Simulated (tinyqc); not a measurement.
From results back to parameters: periodic multilayer mirror for extreme ultraviolet light. Two cases, with inputs chosen for the exercise.

Problem. With a mean index 1 - dm the Bragg wavelength is lam_B = 2 L sqrt((1 - dm)^2 - sin^2 theta). It is given at 0 degrees and at th2; L and dm are hidden. Then the absorber share is Gm = (dm - delta_S)/(delta_A - delta_S), with the first entries of dS and dA; L is the period.

Case 1.

Values chosen (out of a larger set: optical constants near those of Mo and Si at 13.5 nm; not measured data): th2 = 10 degrees (second angle); dA = (0.074, 0.00676) (delta and beta of the absorber, N = 1 - delta + i beta); dS = (0.001, 0.0017) (delta and beta of the spacer and the substrate).

lam_B at 0 = 13.491360 nm
lam_B at th2 = 13.274319 nm

Case 2.

Values chosen (out of a larger set: optical constants near those of Mo and Si at 13.5 nm; not measured data): th2 = 15 degrees (second angle); dA = (0.0747, 0.00622) (delta and beta of the absorber, N = 1 - delta + i beta); dS = (0.0009, 0.0017) (delta and beta of the spacer and the substrate).

lam_B at 0 = 13.555008 nm
lam_B at th2 = 13.063163 nm

Find: L; dm; Gm.

Solution. The difference of the squares is 4 L^2 sin^2(th2); then 1 - dm = lam_B(0)/(2 L).

Case 1.

L = 6.940 nm
dm = 0.0280
Gm = 0.37

Case 2.

L = 6.990 nm
dm = 0.0304
Gm = 0.40

Computed by tinyqc, one run a case: `OMP_NUM_THREADS=1 python tinyqc.py N N+1 out.jsonl` with N = 1652343, 1652384; one thread of a shared Intel(R) Xeon(R) Processor @ 2.30GHz, about 0.01 s a run at most.
